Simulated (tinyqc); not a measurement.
# Inputs raised by 5 %, one at a time

Model: valley-orbit splitting of a donor ground state, with strain. Computed by tinyqc, a small Python program. Command: `OMP_NUM_THREADS=1 python tinyqc.py 3013797 3013798 out.jsonl valleyorbit sens`. One thread of a shared host (Intel(R) Xeon(R) Processor @ 2.30GHz), about 0.01 s of CPU time with the checks.

The basis is the 1s envelope in each valley; energies are counted from the unstrained conduction-band edge. The strain is e_s (a a^T - 1/3) for the unit stress axis a, so valley j along n_j moves by Xi_u e_s w_j with w_j = (n_j.a)^2 - 1/3: +1/3 for [111] and [-1-11], -1/3 for the others.

Inputs (values chosen for the exercise, modelled on donors in germanium): single-valley binding energy E_0 = 9.58 meV; central-cell shift Lambda = 0.62 meV; coupling Delta_1 = 0.35 meV; shear deformation potential Xi_u = 17 eV; shear strain e_s = -0.0016; temperature T = 50 K; donor density N_D = 4.6e+16 cm^-3; density-of-states mass of one valley m_e = 0.214 m_0.

Valleys: four along <111>. Stress axis: [110].

Constants: k_B = 8.617333262e-05 eV/K; m_0 = 9.1093837015e-31 kg; k_B = 1.380649e-23 J/K; h = 6.62607015e-34 J s.

Method:
- H_jj = -(E_0 + Lambda) + Xi_u e_s w_j; H_jk = -Delta_1 between any two valleys.
- Diagonalise H; the ground vector has positive components. The density at the nucleus, and so the contact hyperfine coupling, scales as (sum_j c_j)^2/(number of valleys), which is 1 without strain; the envelopes are held fixed.
- The binding energy is counted from the lowest valley edge, min_j Xi_u e_s w_j; the gap is from the ground state to the next level.
- z = sum over levels of exp(-(E - E_ground)/k_B T), the ground-state share being 1/z; N_c = 2 (2 pi m_e k_B T/h^2)^(3/2) sum_j exp(-(shift_j - lowest shift)/k_B T); n1 = N_c/(2 z) exp(-binding/k_B T), binding = lowest shift - E_ground; without compensation n = 2 N_D/(1 + sqrt(1 + 4 N_D/n1)) (Boltzmann statistics; p and higher states left out).

Runs; columns: (1) input moved; (2) from; (3) to; (4) binding energy under strain (meV); (5) gap to the first excited state (meV); (6) hyperfine ratio A/A_0; (7) free electrons n (cm^-3):
```
(1)                                         (2)       (3)     (4)      (5)      (6)         (7)
base run                                      -         -  10.577  0.72698  0.53849  1.5494e+16
single-valley binding energy E_0 (meV)     9.58    10.059  11.056  0.72698  0.53849  1.4818e+16
central-cell shift Lambda (meV)            0.62     0.651  10.608  0.72698  0.53849  1.5450e+16
coupling Delta_1 (meV)                     0.35    0.3675  10.597  0.76474  0.54040  1.5490e+16
shear deformation potential Xi_u (eV)        17     17.85  10.576  0.72570  0.53667  1.5495e+16
shear strain e_s                        -0.0016  -0.00168  10.576  0.72570  0.53667  1.5495e+16
temperature T (K)                            50      52.5  10.577  0.72698  0.53849  1.6675e+16
donor density N_D (cm^-3)               4.6e+16  4.83e+16  10.577  0.72698  0.53849  1.5955e+16
```

Exponents ln(y'/y) / ln(x'/x):
```
input                             binding energy under strain  gap to the first excited state  hyperfine ratio A/A_0  free electrons n
single-valley binding energy E_0                        0.908                           0.000                  0.000            -0.915
central-cell shift Lambda                               0.060                           0.000                  0.000            -0.059
coupling Delta_1                                        0.039                           1.038                  0.073            -0.006
shear deformation potential Xi_u                       -0.002                          -0.036                 -0.069             0.001
shear strain e_s                                       -0.002                          -0.036                 -0.069             0.001
temperature T                                           0.000                           0.000                  0.000             1.506
donor density N_D                                       0.000                           0.000                  0.000             0.600
```

Which inputs matter most for each result?

Among the inputs moved here: binding energy under strain answers most in size to single-valley binding energy E_0 (exponent +0.908), next to central-cell shift Lambda (+0.060); its exponent is below 0.0005 for temperature T, donor density N_D. gap to the first excited state answers most in size to coupling Delta_1 (exponent +1.038), next to shear deformation potential Xi_u (-0.036); its exponent is below 0.0005 for single-valley binding energy E_0, central-cell shift Lambda, temperature T, donor density N_D. hyperfine ratio A/A_0 answers most in size to coupling Delta_1 (exponent +0.073), next to shear deformation potential Xi_u (-0.069); its exponent is below 0.0005 for single-valley binding energy E_0, central-cell shift Lambda, temperature T, donor density N_D. free electrons n answers most in size to temperature T (exponent +1.506), next to single-valley binding energy E_0 (-0.915).

Caution (all rows): k_B T exceeds a third of E_0, so the p and higher states, left out, hold part of the bound electrons. Caution (all rows): at this donor density neighbouring orbits begin to overlap and the depth shrinks, which a fixed level leaves out.
